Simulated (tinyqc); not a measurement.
## Bandgap voltage reference from two bipolar transistors: effect of the offset of the amplifier

Two transistors of area 1 and N carry the same current I. Is(T) = Is (T/T0)^eta exp[(Vg0 q/kB)(1/T0 - 1/T)], VBE1 = Vt ln(I/Is(T)) + I rb, VBE2 = Vt ln(I/(N Is(T))) + I rb/N. The amplifier forces I R1(T) = VBE1 - VBE2 + Vos, with R(T) = R (1 + tc (T - T0)) for both resistors, and the output is Vref = VBE1 + I R2(T). Base currents and the Early effect are neglected.

Vt = kB T/q; I = (Vt ln N + Vos)/(R1(T) - rb (1 - 1/N)). Box coefficient: span of Vref between 233 and 398 K over its average over T and over 165 K. The last column is the R2 that gives zero slope at T0.

Values chosen for this exercise; values of the order met in silicon bipolar transistors:
- T0 = 323 K (reference temperature)
- Vg0 = 1.188 V (band-gap voltage extrapolated to 0 K)
- eta = 4.4 (temperature exponent of the saturation current)
- Is = 1.1e-16 A (saturation current of the unit transistor at T0)
- N = 4 (area ratio of the second transistor)
- R1 = 2.8 kohm (resistor across which the difference of VBE falls, at T0)
- tc = 0 ppm/K (temperature coefficient of both resistors)
- rb = 120 ohm (series resistance of the unit transistor)
- R2 = 41.14 kohm (output resistor at T0)

Constants: q = 1.602176634e-19 C, kB = 1.380649e-23 J/K. Results are converted to the units shown.

Results:
```
Vos (mV)  I at T0 (uA)  Vref at T0 (V)  slope at T0 (uV/K)  box coefficient (ppm/K)  R2 for zero slope (kohm)
-5               12.39           1.220               53.55                    52.72                     39.93
-3               13.13           1.252               52.97                    50.86                     39.94
-1               13.87           1.284               52.71                    49.37                     39.94
0                14.24           1.300               52.68                    48.74                     39.94
3                15.35           1.347               52.91                    47.19                     39.94
5                16.08           1.379               53.29                    46.40                     39.93
```

Estimate the missing row, Vos = 1 mV.

Computed row:
```
Vos (mV)  I at T0 (uA)  Vref at T0 (V)  slope at T0 (uV/K)  box coefficient (ppm/K)  R2 for zero slope (kohm)
1                14.61           1.316               52.71                    48.17                     39.94
```

With this row back in the table: As Vos goes from -5 to 5, Vref rises from 1.220 to 1.379 V and the box coefficient falls from 52.7 to 46.4 ppm/K. Each mV of offset moves Vref by 16.0 mV, about R2/R1 = 14.7 plus the change of VBE1 with the current.

Numbers from tinyqc (`OMP_NUM_THREADS=1 python tinyqc.py 2062066 2062067 out.jsonl`; about 0.02 s on one thread of a shared Intel Xeon 2.30GHz).
